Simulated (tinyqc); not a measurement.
Worked calculation: Rayleigh-quotient iteration on a symmetric matrix. Computed by tinyqc, a small Python program that keeps every step. Settings: method = rayleigh, shift = 0.88. Command: `OMP_NUM_THREADS=1 python tinyqc.py 27107 27108 out.jsonl` (the two numbers bound the seeds that draw the settings). One thread of a shared host (Intel(R) Xeon(R) Processor @ 2.60GHz), about 0.01 s of CPU time with the checks.

## Step 1

A:
```
          1          2          3
1  0.193000   0.339000   0.081000
2  0.339000   0.435000  -0.654000
3  0.081000  -0.654000   0.467000
```

vector v at the start: 0.577350  0.577350  0.577350

shift = 0.880000

solve (A - shift) w = v; v' = w/|w| with its largest component positive (the first on a tie); lambda = v'^T A v'; the next shift is lambda.

vector after step 1: 0.631438  0.106240  0.768114

Rayleigh quotient after step 1 = 0.374708

## Step 2

As before.

vector after step 2: 0.849309  0.237799  0.471303

Rayleigh quotient after step 2 = 0.322730

## Course of the iteration

Stop when the residual |A v - lambda v| is below 1e-9.

Steps:
```
step      lambda  residual
1     0.37470792  2.87e-01
2     0.32273050  2.16e-02
3     0.32245855  7.51e-06
4     0.32245855  2.03e-16
```

all eigenvalues, for comparison: -0.368901  0.322459  1.141443

Converged in 4 steps.
